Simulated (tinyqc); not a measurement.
Keating valence-force model of a tetrahedral crystal: one step, computed by the program tinyqc. Command: `OMP_NUM_THREADS=1 python tinyqc.py 3031265 3031266 out.jsonl keating walk`. One thread of a shared host (Intel(R) Xeon(R) Processor @ 2.30GHz), about 0.02 s of CPU time with the checks.

Atom A sits at 0 and atom B at a/4 (1,1,1) of an fcc lattice; the four bonds from A are t = a/4 (1,1,1), a/4 (1,-1,-1), a/4 (-1,1,-1), a/4 (-1,-1,1), of length d = sqrt(3) a/4. Energy: E = (3 alpha/(8 d^2)) sum over bonds (r.r - d^2)^2 + (3 beta/(8 d^2)) sum over pairs of bonds at one atom (r_i.r_j + d^2/3)^2, with beta_A for the six pairs at A and beta_B for the six at B. The cell holds two atoms, Omega = a^3/4. 1 N/m = 1 J/m^2. With constants fitted to the elastic moduli this model puts optical and zone-boundary frequencies of real crystals too high, by up to about 20 % in elemental crystals and up to about 50 % in compounds, and mostly by more for TA modes; in compounds the lattice part of the static dielectric constant then comes out too low.

Problem. Frequencies at the zone boundary. With displacements u exp(i q.r), each bracket changes by g.u, where g = (g_A, g_B): bond t, g = (-2 t, 2 t exp(i q.t)); pair (i, j) at A, g = (-(t_i + t_j), t_i exp(i q.t_j) + t_j exp(i q.t_i)); pair at B, g = (-t_i exp(-i q.t_j) - t_j exp(-i q.t_i), t_i + t_j). Then D_mn = sum over the 4 bonds and 12 pairs of (4 k/a^2) conj(g_m) g_n / sqrt(M_m M_n), with k = alpha or beta converted to eV/angstrom^2. Only the short-range forces enter; the Coulomb field of the charges is left out. An eigenvalue lambda of D in eV/(angstrom^2 u) gives nu = 15.6333042 THz x sqrt(lambda).

Inputs (values chosen for the exercise, modelled on cubic gallium nitride): mass M_A = 69.72 u; mass M_B = 14.007 u; bond stretching alpha = 83.5 N/m; bond bending beta_A = 18.2 N/m; bond bending beta_B = 19.2 N/m.

Structure: zinc blende.

Constants: nu for 1 eV/(angstrom^2 u) = 15.6333042 THz; 1 eV/angstrom^2 = 16.02176634 J/m^2.

Give: Frequencies (THz) at points given in 2 pi/a.

Solution.

Frequencies (THz) at points given in 2 pi/a:
```
point               nu 1   nu 2   nu 3   nu 4   nu 5   nu 6
X (1, 0, 0)        7.002  7.002  10.31  22.04  22.04  22.90
L (0.5, 0.5, 0.5)  5.102  5.102  10.01  22.50  22.55  22.55
W (1, 0.5, 0)      7.438  8.014   9.46  21.10  22.07  23.63
K (0.75, 0.75, 0)  6.532  8.215   9.66  21.24  22.18  23.48
```

At X the two longitudinal modes are split (10.31 and 22.90 THz) because each moves one sublattice alone.
